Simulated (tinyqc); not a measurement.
# Front-illuminated p-i-n photodiode, quantum efficiency and bandwidth, step by step

Computed by the program tinyqc: `OMP_NUM_THREADS=1 python tinyqc.py 2250013 2250014 out.jsonl`, one thread of a shared Intel Xeon 2.30GHz, about 0.01 s for the whole run. Printed values are rounded.

Light enters through a p layer (0 to xp), a depleted layer (xp to xp + wi) and a thick n substrate, decaying as exp(-al x); one pass, no back reflection. Carriers made in the depleted layer are all collected; those in the neutral layers diffuse.

Values chosen for this exercise; values close to those of silicon at this wavelength:
```
symbol,value,unit,meaning
lam,850,nm,wavelength
al,532,1/cm,absorption coefficient
Rf,0.1,,reflectance of the front face
eps_r,11.3,,relative permittivity
xp,0.089,um,thickness of the front p layer
wi,11,um,thickness of the depleted layer
Dn,4.7,cm^2/s,electron diffusion coefficient in the p layer
Ln,9.6,um,electron diffusion length in the p layer
S,2e6,cm/s,recombination velocity of the front surface
Lp,20,um,hole diffusion length in the thick n substrate
ve,9.62e6,cm/s,electron drift velocity
vh,6.81e6,cm/s,hole drift velocity
dia,120,um,diameter
RL,50,ohm,load resistance
Cp,50,fF,parasitic capacitance
f,1.3,GHz,modulation frequency
```

Constants: q = 1.602176634e-19 C, h = 6.62607015e-34 J s, c = 299792458 m/s, eps0 = 8.8541878128e-14 F/cm where lengths are in cm. Results are converted to the units shown.

## Quantum efficiency

k = al Ln, s = S Ln/Dn, e = exp(-al xp); front layer f1 = (k/(k^2 - 1)) {[s + k - e (s cosh(xp/Ln) + sinh(xp/Ln))]/[s sinh(xp/Ln) + cosh(xp/Ln)] - k e}; depleted layer f2 = e (1 - exp(-al wi)); substrate f3 = e exp(-al wi) al Lp/(1 + al Lp); external efficiency (1 - Rf)(f1 + f2 + f3); responsivity = efficiency q lam/(h c).

s = 408.511
f1 = 0.00285365
f2 = 0.440913
f3 = 0.285776
external efficiency = 0.656589
responsivity = 0.450138 A/W

The front layer absorbs 0.472 % of the light that enters and collects 60.4 % of that. Diffusion from the neutral layers makes up 39.6 % of the current.

## Response at one frequency

Drift response for pairs made in the depleted layer, a = al wi, g = 1 - exp(-a), u = 2 pi i f, te = wi/ve, th = wi/vh: electrons He = [g - a (exp(-a) - exp(-u te))/(u te - a)]/(u te g), holes Hh = [g - a (1 - exp(-a - u th))/(a + u th)]/(u th g); C = eps0 eps_r pi (dia/2)^2/wi + Cp; total |He + Hh|/sqrt(1 + (2 pi f RL C)^2), for the current of the depleted layer alone.

te = 114.345 ps
th = 161.527 ps
He = 0.506858-0.170759i
Hh = 0.394507-0.173565i
|He + Hh| = 0.964893
C = 152.870 fF
total response = 0.963018

The drift response alone falls to 1/sqrt(2) at 4.06 GHz and the RC term alone at 20.8 GHz; together they give 3.95 GHz.
